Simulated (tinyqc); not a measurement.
Fully depleted semiconductor-on-insulator film with two gates, non-linear Poisson equation by Newton steps: threshold and coupling against the insulator thickness.

One dimension across the film, front interface at x = 0, back interface at x = ts. psi is counted from the intrinsic level, n = ni exp(psi/Vt) (source grounded), holes neglected, acceptors ionised. Gates act through Cox = eps0 eox/tox and Cbox = 3.9 eps0/tb with potentials G1 = Vg - (phiM - chi - Vt ln(Nc/ni)) and G2 = Vb - (phiB - chi - Vt ln(Nc/ni)). Classical Boltzmann densities, no interface charge, no depletion in the back plane.

ni = sqrt(Nc Nv) exp(-Eg/(2 Vt)), Eg in volts. The Poisson equation eps0 eps_r d2psi/dx2 = q (n + Na), with -eps0 eps_r dpsi/dx = Cox (G1 - psi) at x = 0 and eps0 eps_r dpsi/dx = Cbox (G2 - psi) at x = ts, is solved on 300 equal intervals with half boxes at both ends; N_inv is the trapezoid sum of n. VT is the Vg for N_inv = 1e11 cm^-2; -dVT/dVb from the linearised equation. Limits with Cs = eps0 eps_r/ts: front channel Cs Cbox/(Cox (Cs + Cbox)), back channel Cbox (Cox + Cs)/(Cox Cs). Swing at N_inv = 1e8 cm^-2.

Inputs (values chosen for the exercise); band and dielectric values close to those of silicon:
```
symbol,value,unit,meaning
T,400,K,temperature
Eg,1.11,eV,band gap
eps_r,11.7,,relative permittivity
Nc,4.26e19,cm^-3,conduction-band density of states at T
Nv,4.16e19,cm^-3,valence-band density of states at T
chi,4.12,eV,electron affinity
eox,7.65,,relative permittivity of the gate insulator (close to silicon nitride)
ts,20,nm,film thickness
tb,70,nm,buried-oxide thickness (eps_r 3.9)
Na,1e15,cm^-3,acceptor density of the film
phiM,4.45,eV,work function of the front gate
phiB,5.17,eV,work function of the back plane
Vb,-0.4,V,back-gate voltage
```

Constants: q = 1.602176634e-19 C, kB = 1.380649e-23 J/K, Vt = kB T/q, eps0 = 8.8541878128e-14 F/cm where lengths are in cm. Results are converted to the units shown.

The same in every row: centroid/ts at VT = 0.257.

Result of one run:

| tox (nm) | VT (V) | -dVT/dVb | front-channel limit | back-channel limit | swing (mV/decade) |
|---|---|---|---|---|---|
| 3.8 | 0.184 | 0.0476 | 0.0253 | 0.123 | 83.6 |

What becomes of these results when the insulator thickness tox is changed from 3.8 to 2.7 nm, all else the same?

Result of the changed run:

| tox (nm) | VT (V) | -dVT/dVb | front-channel limit | back-channel limit | swing (mV/decade) |
|---|---|---|---|---|---|
| 2.7 | 0.172 | 0.0401 | 0.0180 | 0.115 | 83.0 |

The whole series:

| tox (nm) | VT (V) | -dVT/dVb | front-channel limit | back-channel limit | swing (mV/decade) |
|---|---|---|---|---|---|
| 0.95 | 0.153 | 0.0282 | 0.00632 | 0.102 | 82.1 |
| 1.3 | 0.157 | 0.0305 | 0.00864 | 0.105 | 82.3 |
| 1.9 | 0.163 | 0.0346 | 0.0126 | 0.109 | 82.6 |
| 2.7 | 0.172 | 0.0401 | 0.0180 | 0.115 | 83.0 |
| 3.8 | 0.184 | 0.0476 | 0.0253 | 0.123 | 83.6 |
| 5.4 | 0.201 | 0.0585 | 0.0359 | 0.135 | 84.5 |
| 7.6 | 0.225 | 0.0735 | 0.0505 | 0.151 | 85.7 |

As tox goes from 0.95 to 7.6, VT rises from 0.153 to 0.225 V, the centroid stays at 0.257 of ts and -dVT/dVb rises from 0.0282 to 0.0735. The coupling covers 22.8 % of the way from the front-channel to the back-channel limit in the first row and 23.0 % in the last.

tinyqc, about 0.3 s, one thread, Intel Xeon 2.30GHz (shared host): `OMP_NUM_THREADS=1 python tinyqc.py 2190069 2190070 out.jsonl`
